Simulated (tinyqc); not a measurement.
Deep trap from a strong local potential in a two-band host (Koster-Slater model with semi-elliptic bands): one step, computed by the program tinyqc.

The valence band spans -2 W_v to 0 and the conduction band E_g to E_g + 2 W_c. The orbital at the impurity site has weight f_v in the valence band and 1 - f_v in the conduction band, each spread as a semi-ellipse (2/(pi W^2)) sqrt(W^2 - x^2) about the band centre. The impurity adds U to this orbital. Spin is left out.

Problem. The same problem as a small matrix. Each band is replaced by n levels e_k = centre + W cos(k pi/(n + 1)) with weights w_k = f (2/(n + 1)) sin^2(k pi/(n + 1)), k = 1..n (valence first); H_kl = e_k delta_kl + U sqrt(w_k w_l).

Inputs (values chosen for the exercise, with a gap close to that of ZnSe):

| quantity | value | unit |
|---|---|---|
| gap E_g | 2.68 | eV |
| half-width of the valence band W_v | 6 | eV |
| half-width of the conduction band W_c | 5.3 | eV |
| valence weight f_v of the site orbital | 0.61 | - |
| impurity potential U | 36.1 | eV |
| levels per band n | 4 | - |

Impurity: repulsive, acceptor-like.

Give: host levels e_k; weights w_k; H.

Solution.

host levels e_k (eV): -1.15  -4.15  -7.85  -10.85  12.27  9.62  6.34  3.69

weights w_k: 0.0843  0.2207  0.2207  0.0843  0.0539  0.1411  0.1411  0.0539

H (eV), lower triangle (symmetric):
```
      1     2     3      4      5      6      7     8
1  1.90
2  4.92  3.82
3  4.92  7.97  0.11
4  3.04  4.92  4.92  -7.81
5  2.43  3.94  3.94   2.43  14.21
6  3.94  6.37  6.37   3.94   3.15  14.71
7  3.94  6.37  6.37   3.94   3.15   5.09  11.44
8  2.43  3.94  3.94   2.43   1.95   3.15   3.15  5.64
```
